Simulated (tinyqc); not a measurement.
Trap density from one capacitance.

Problem. Traps spread evenly through the insulator exchange electrons with the semiconductor by tunnelling, with tau(x) = t0 exp(2 ka x) at depth x from the interface. The admittance per area Y seen at depth x obeys dY/dx = -Y^2/(i w eps0 eox) + q Nb ln(1 + i w tau)/tau, with Y(0) = i w Cs and w = 2 pi f; the gate sees Y(tox) = G + i w C. Working variable y = Y/(i w), in uF/cm^2. Cox = eps0 eox/tox. Find Nb and G/w.

Values chosen for this exercise:
- eox = 21 (relative permittivity of the insulator)
- tox = 6.4 nm (insulator thickness)
- Cs = 1.9 uF/cm^2 (semiconductor capacitance in accumulation)
- ka = 5.1 1/nm (decay constant of the wave function in the insulator)
- t0 = 8e-9 s (time constant of a trap at the interface)
- f = 100 Hz (frequency)

Constants: q = 1.602176634e-19 C, eps0 = 8.8541878128e-14 F/cm where lengths are in cm. Results are converted to the units shown.

C = 1.2635430 uF/cm^2

Answer. C rises steadily with Nb, so one density matches; in practice ka and t0 must come from the frequency dependence.

Nb = 1.40e19 cm^-3 eV^-1
G/w = 0.0147 uF/cm^2

Computed by the program tinyqc: `OMP_NUM_THREADS=1 python tinyqc.py 2202146 2202147 out.jsonl`, one thread of a shared Intel Xeon 2.30GHz, about 0.4 s for the whole run.
